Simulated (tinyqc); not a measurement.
Berg model of reactive sputtering of a nitride or oxide: poisoning, hysteresis and pumping speed: one step, computed by the program tinyqc. Command: `OMP_NUM_THREADS=1 python tinyqc.py 3027592 3027593 out.jsonl berg walk`. One thread of a shared host (Intel(R) Xeon(R) Processor @ 2.30GHz), about 0.07 s of CPU time with the checks.

A diatomic gas reacts with bare metal on the target and on the collecting surfaces; ions remove metal and compound from the target. theta_t and theta_c are the compound fractions.

Task: Critical pumping speed. Ion flux j = J/e; gas flux F = P/sqrt(2 pi M k_B T). Target: (2/z) alpha F (1 - theta_t) = j Y_c theta_t. Sputtered flows F_c = j Y_c theta_t A_t, F_m = j Y_m (1 - theta_t) A_t. Collector: (2/z) alpha F (1 - theta_c) A_c + F_c (1 - theta_c) = F_m theta_c. Gas use Q = alpha F [(1 - theta_t) A_t + (1 - theta_c) A_c] + P S/(k_B T); 1 sccm = 4.4780e17 molecules/s. Rate R = F_m + F_c, given relative to j Y_m A_t. P is a single-valued function of the flow Q only if dQ/dP > 0 everywhere: S must exceed k_B T times the steepest fall of the surface terms with P.

Inputs (values chosen for the exercise, close to those used for aluminium oxide): ion current density J = 17 mA/cm^2; target area A_t = 150 cm^2; collecting area A_c = 2600 cm^2; metal yield Y_m = 0.83; compound yield Y_c = 0.043; sticking coefficient alpha = 0.76; reactive atoms per metal atom z = 1.5; gas mass M = 32 u; pumping speed S = 81 l/s; gas temperature T = 300 K.

Constants: e = 1.602176634e-19 C; u = 1.6605390666e-27 kg; k_B = 1.380649e-23 J/K.

Give: pressure of the steepest fall; critical pumping speed.

Result:

pressure of the steepest fall = 0.00347 Pa

critical pumping speed = 1215 l/s

S is 0.07 times the critical value: the flow curve is S-shaped and flow control shows hysteresis.
